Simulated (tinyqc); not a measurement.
Off-state leakage of single and stacked transistors: subthreshold current against the height of the stack.

n-channel devices of unit width. Subthreshold current I(Vg, Vs, Vd) = I0 (T/300 K)^0.5 exp[(Vg - Vs - VT(T) - gb (Vs - Vb) + dd (Vd - Vs))/(nf Vt)] (1 - exp(-(Vd - Vs)/Vt)), VT(T) = VT - cT (T - 300 K). Gate-edge tunnelling Ig (Vd/1 V) exp(ag (Vd - 1 V)), for a gate at 0 V, and band-to-band leakage Ab u exp(-Bb/u), u = Vd - Vb + 1 V, flow at a drain held at V; both are taken as independent of T. In a stack of off transistors (all gates at 0 V) the same subthreshold current passes through each.

All n gates at 0 V, bottom source at 0 V, top drain at V; node voltages follow from equal currents.

Parameters, values chosen for the exercise; values of the order met in bulk silicon logic transistors: temperature T = 358 K; supply voltage V = 1.2 V; threshold at 300 K, zero drain and body bias VT = 0.35 V; fall of the threshold with temperature cT = 0.6 mV/K; current at threshold at 300 K I0 = 0.6 uA/um; slope factor nf = 1.38; drain-induced lowering per volt dd = 0.15; rise of the threshold per volt of source-body bias gb = 0.2; body voltage Vb = 0 V.

Constants: q = 1.602176634e-19 C, kB = 1.380649e-23 J/K, Vt = kB T/q. Results are converted to the units shown.

Result of one run:
```
n	I (nA/um)	reduction factor	drain voltage of the bottom device (mV)	source voltage of the top device (mV)	voltage across the top device (V)
6	0.09793	279.5	8.393	177.6	1.022
```

What becomes of these results when the number of transistors in series n is changed from 6 to 4, all else the same?

Result of the changed run:
```
n	I (nA/um)	reduction factor	drain voltage of the bottom device (mV)	source voltage of the top device (mV)	voltage across the top device (V)
4	0.1694	161.6	15.83	160.4	1.040
```

The whole series:
```
n	I (nA/um)	reduction factor	drain voltage of the bottom device (mV)	source voltage of the top device (mV)	voltage across the top device (V)
1	27.37	1.000	1200	0	1.200
2	0.5982	45.76	120.6	120.6	1.079
3	0.2655	103.1	28.40	146.2	1.054
4	0.1694	161.6	15.83	160.4	1.040
5	0.1242	220.5	10.97	170.2	1.030
6	0.09793	279.5	8.393	177.6	1.022
```

The second transistor cuts the current by a factor of 45.8, the third by a further 2.25 and the sixth by 1.27. The top device keeps 85.2 % of the supply at n = 6, while the drain voltage of the bottom one falls to 0.272 Vt.

Computed by the program tinyqc: `OMP_NUM_THREADS=1 python tinyqc.py 2242268 2242269 out.jsonl`, one thread of a shared Intel Xeon 2.30GHz, about 0.03 s for the whole run.
